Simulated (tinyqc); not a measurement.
# Round nanowire with a gate all round, subbands and threshold shift from confinement: two studies

Undoped body with a flat potential across it, hard walls, transport along x. Three valley pairs (g = 2 each) with the longitudinal mass along x, y or z. Non-parabolicity enters the subband edges through E (1 + al E) = gamma, so E = 2 gamma/(1 + sqrt(1 + 4 al gamma)); motion within a subband is taken as parabolic with the band-edge mass. Energies are counted from the bulk band edge.

Inputs (values chosen for the exercise); masses close to those of silicon:
```
symbol,value,unit,meaning
T,77,K,temperature
ml,0.933,m0,longitudinal mass
mt,0.193,m0,transverse mass
al,0,1/eV,non-parabolicity
t,7.6,nm,diameter
dl,0,nm,widening of the box by penetration into the insulator
Cg,2.7,uF/cm^2,gate capacitance per area of interface
```

Constants: q = 1.602176634e-19 C, kB = 1.380649e-23 J/K, hbar = 1.054571817e-34 J s, m0 = 9.1093837015e-31 kg, Vt = kB T/q, hbar^2/(2 m0) = 0.0380998212 eV nm^2. Results are converted to the units shown.

Each table varies one quantity; the others keep the values above.

## Confinement against the diameter

gamma = C (2 z/(t + dl))^2 (1/my + 1/mz)/2, z the zeros of the Bessel functions J_l (2.404826, 3.831706, 5.135622, 5.520078, ...), twofold for l > 0; the mean inverse mass is an approximation for anisotropic valleys, C = hbar^2/(2 m0). Each subband has N_k = g sqrt(2 mx m0 kB T/(pi hbar^2)); without degeneracy n = exp(EF/Vt) sum N_k exp(-E_k/Vt). Classical value Nc times pi t^2/4, Nc = sum over valleys of 2 g (m m0 kB T/(2 pi hbar^2))^1.5 with m = (mx my mz)^(1/3). Threshold shift dVT = Vt ln(classical value/sum N_k exp(-E_k/Vt)). With degeneracy n = sum N_k F((EF - E_k)/Vt), F(x) = (1/sqrt(pi)) int_0^infinity u^(-1/2) du/(1 + exp(u - x)); gate: Vg = EF + q n/(Cg P), P = pi t, summed over the 60 lowest subbands at most, with Vg counted from the value that would put EF at the bulk band edge of an empty body. The last two columns are for Vg = 0.5 V; sensitivity d(dVT)/dt by central differences between 0.99 and 1.01 times the value.

Confinement against the diameter:

| t (nm) | E_1 (meV) | gap to the next edge (meV) | dVT (mV) | sensitivity (mV/nm) | n/P (cm^-2) | share of the lowest subband (%) |
|---|---|---|---|---|---|---|
| 2 | 688.9 | 452.7 | 665.1 | -682.4 | 2.847 | 50.00 |
| 2.7 | 378.0 | 248.4 | 358.2 | -275.1 | 2.111e12 | 50.00 |
| 3.6 | 212.6 | 139.7 | 196.6 | -114.5 | 4.668e12 | 50.00 |
| 4.7 | 124.7 | 81.98 | 112.3 | -50.27 | 5.905e12 | 50.00 |
| 6.3 | 69.43 | 45.63 | 60.85 | -19.96 | 6.572e12 | 43.80 |
| 8.4 | 39.05 | 25.67 | 34.15 | -7.861 | 7.092e12 | 30.27 |
| 11 | 22.77 | 14.97 | 20.82 | -3.272 | 7.422e12 | 21.10 |
| 15 | 12.25 | 8.049 | 12.71 | -1.227 | 7.672e12 | 13.99 |
| 20 | 6.889 | 4.527 | 8.704 | -0.5215 | 7.860e12 | 9.188 |

What does the table show?

As t grows from 2 to 20 nm, E_1 falls from 689 to 6.89 meV and dVT falls from 665 to 8.70 mV. E_1 goes as t^(-2.00) at the thin end (-2 for a parabolic band without penetration); a thickness error of 0.2 nm moves the threshold by 140 mV in the first row and 0.10 mV in the last. The charge per interface area rises from 2.85 to 7.86e12 cm^-2. For t = 2, 2.7 the body is too thin for bulk effective masses to be reliable. For t = 3.6, 4.7, 6.3, 8.4, 11, 15, 20 the charge in the last two columns would bend the potential across the body by some 30 mV or more, which is left out.

## Charge and subband filling against gate voltage

Same model as above.

Each subband has N_k = g sqrt(2 mx m0 kB T/(pi hbar^2)). Cq = q dn/dEF.

Results:

| Vg (V) | EF - E_1 (eV) | n (cm^-1) | n/P (cm^-2) | share of the lowest subband (%) | Cq/(Cg P) | total C/(Cg P) |
|---|---|---|---|---|---|---|
| -0.1 | -0.1477 | 8.979e-4 | 376.1 | 49.52 | 3.363e-9 | 3.363e-9 |
| 0.02 | -0.02901 | 5.230e4 | 2.191e10 | 49.51 | 0.1942 | 0.1626 |
| 0.15 | 0.005099 | 3.911e6 | 1.638e12 | 48.90 | 7.144 | 0.8772 |
| 0.4 | 0.03183 | 1.289e7 | 5.401e12 | 38.79 | 10.95 | 0.9163 |
| 0.53 | 0.04229 | 1.770e7 | 7.415e12 | 32.90 | 11.29 | 0.9186 |
| 0.65 | 0.05252 | 2.212e7 | 9.265e12 | 29.47 | 10.38 | 0.9121 |
| 0.78 | 0.06327 | 2.692e7 | 1.127e13 | 26.65 | 12.66 | 0.9268 |
| 0.9 | 0.07088 | 3.144e7 | 1.317e13 | 24.17 | 17.04 | 0.9446 |

Estimate the missing row, Vg = 0.28 V.

Computed row:

| Vg (V) | EF - E_1 (eV) | n (cm^-1) | n/P (cm^-2) | share of the lowest subband (%) | Cq/(Cg P) | total C/(Cg P) |
|---|---|---|---|---|---|---|
| 0.28 | 0.02033 | 8.529e6 | 3.572e12 | 45.51 | 8.056 | 0.8896 |

With this row back in the table: EF passes E_1 = 0.0477 eV at Vg = 0.111 V. The share of the lowest subband falls from 49.5 to 24.2 % and the total capacitance moves up and down between 3.36e-9 and 0.945 of Cg P. Between the last two rows 6.3 % of the added gate voltage goes into raising EF. For Vg = 0.15, 0.28, 0.4, 0.53, 0.65, 0.78, 0.9 the charge would bend the potential across the body by some 30 mV or more, which is left out.

Range of the model: For the strongly anisotropic y and z valleys the mean inverse mass serves only for l = 0; pairs with l > 0 really split widely.

Program tinyqc, `OMP_NUM_THREADS=1 python tinyqc.py 2350147 2350148 out.jsonl`; Intel Xeon 2.30GHz, shared host, one thread, about 0.4 s.
